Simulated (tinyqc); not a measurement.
From results back to parameters: Slater-Koster d bands of a bcc metal. Two cases, with inputs chosen for the exercise.

Problem. In a bcc d band E(t2g) = +/-((8/3) dds + (16/9) ddp + (32/9) ddd) + f2 (4 ddp + 2 ddd) and E(eg) = +/-((16/3) ddp + (8/3) ddd) + f2 (3 dds + 3 ddd), with + at Gamma and - at H = (1,0,0). ddd is given; the four levels come from hidden dds, ddp and f2.

Case 1.

Values chosen (out of a larger set: of the size met in Ta; not measured data): ddd = -0.052 eV (dd delta).

levels (eV): t2g Gamma -1.37893, eg Gamma 1.21647, t2g H 3.71263, eg H -5.17286

Case 2.

Values chosen (out of a larger set: of the size met in Ta; not measured data): ddd = -0.212 eV (dd delta).

levels (eV): t2g Gamma -1.48156, eg Gamma 1.49603, t2g H 4.21266, eg H -5.98130

Find: f2; dds, ddp.

Solution. Half differences between Gamma and H give the first-neighbour parts and half sums the second. The eg half difference gives ddp and the t2g one dds. Since 4 ddp + 2 ddd is 3/4 of (16/3) ddp + (8/3) ddd, f2 is 4/3 of the ratio of the t2g half sum to the eg half difference; the eg half sum then serves as a check. Without ddd these four levels would not fix the three integrals.

Case 1.

f2 = 0.487

dds, ddp (eV): -1.302  0.625

Case 2.

f2 = 0.487

dds, ddp (eV): -1.323  0.807

Computed by tinyqc, one run a case: `OMP_NUM_THREADS=1 python tinyqc.py N N+1 out.jsonl` with N = 1452422, 1452458; one thread of a shared Intel(R) Xeon(R) Processor @ 2.30GHz, about 0.06 s a run at most.
